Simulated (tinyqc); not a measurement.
## In-plane mass from two subband densities

Question. At zero temperature each occupied subband holds N_k = D (EF - E_k), D = md m0 q/(pi hbar^2) per eV. Two subbands are occupied. Find md, EF - E1 and EF - E2.

Constants: q = 1.602176634e-19 C, hbar = 1.054571817e-34 J s, m0 = 9.1093837015e-31 kg. Results are converted to the units shown.

N1, N2 (cm^-2): 1.2657006e12  1e11
E2 - E1 = 46.9 meV

Solution. N1 - N2 = D (E2 - E1) gives D and so md; each N_k/D is a distance to EF.

md = 0.0595 m0
EF - E1 = 50.9 meV
EF - E2 = 4.02 meV

Computed by the program tinyqc: `OMP_NUM_THREADS=1 python tinyqc.py 2140013 2140014 out.jsonl`, one thread of a shared Intel Xeon 2.30GHz, about 0.2 s for the whole run.
